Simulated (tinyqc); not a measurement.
Threshold-voltage variability of a planar MOSFET, analytic estimates: two steps of the calculation.

Three independent sources add in quadrature: random dopants in the depleted layer, metal-gate grains of two orientations, and roughness of the two gate edges acting through the roll-off VT = VT(long) - Vr exp(-L/l). These are first-order estimates: no three-dimensional electrostatics, no percolation.

Values chosen for this exercise; material values close to those of germanium:

| symbol | value | unit | meaning |
|---|---|---|---|
| T | 300 | K | temperature |
| Eg | 0.649 | eV | band gap |
| eps_r | 15.9 |  | relative permittivity of the semiconductor |
| Nc | 1.02e19 | cm^-3 | conduction-band density of states at T |
| Nv | 6.03e18 | cm^-3 | valence-band density of states at T |
| Na | 3.5e17 | cm^-3 | channel doping |
| ti | 1.8 | nm | oxide-equivalent thickness in inversion |
| L | 90 | nm | gate length |
| W | 240 | nm | gate width |
| n | 1.48 |  | subthreshold factor |
| gI | 15 | 1/V | gm/I of a matched pair |
| sb | 2.8 | % | spread of the gain factor of one device |

Constants: q = 1.602176634e-19 C, kB = 1.380649e-23 J/K, Vt = kB T/q, eps0 = 8.8541878128e-14 F/cm where lengths are in cm. Results are converted to the units shown.

Problem 1. Random dopants. ni = sqrt(Nc Nv) exp(-Eg/(2 Vt)), Eg in volts; Cox = 3.9 eps0/ti; Wd = sqrt(4 eps0 eps_r Vt ln(Na/ni)/(q Na)); dopants: s1 = (q/Cox) sqrt(Na Wd/(3 L W)). The slope A1 = s1 sqrt(L W); mean number of dopants Na L W Wd.

Give: Cox; Wd; mean number of dopants; A1; s1.

Solution 1.

Cox = 1.9184 uF/cm^2
Wd = 49.512 nm
mean number of dopants = 374.31
A1 = 0.63474 mV um
s1 = 4.3189 mV

Counting alone, 1/sqrt(N) of the depletion voltage q Na Wd/Cox = 145 mV, would give sqrt(3) times more: dopants deep in the layer act less on the surface.

Problem 2. Total spread, mismatch and leakage. s = sqrt(s1^2 + s2^2 + s3^2). For a pair: s(dVT) = sqrt(2) s; current mismatch sqrt(2) sqrt((gI s)^2 + sb^2); input offset = current mismatch/gI. For a Gaussian VT the off current is log-normal with mean/median = exp(s^2/(2 (n Vt)^2)).

s1 = 4.3188888 mV
s2 = 4 mV
s3 = 0.40554766 mV

Find: s; s(dVT); current mismatch; input offset; mean/median of Ioff.

Solution 2.

s = 5.9006 mV
s(dVT) = 8.3447 mV
current mismatch = 13.129 %
input offset = 8.7523 mV
mean/median of Ioff = 1.0120

Program tinyqc, `OMP_NUM_THREADS=1 python tinyqc.py 2090089 2090090 out.jsonl`; Intel Xeon 2.30GHz, shared host, one thread, about 0.01 s.
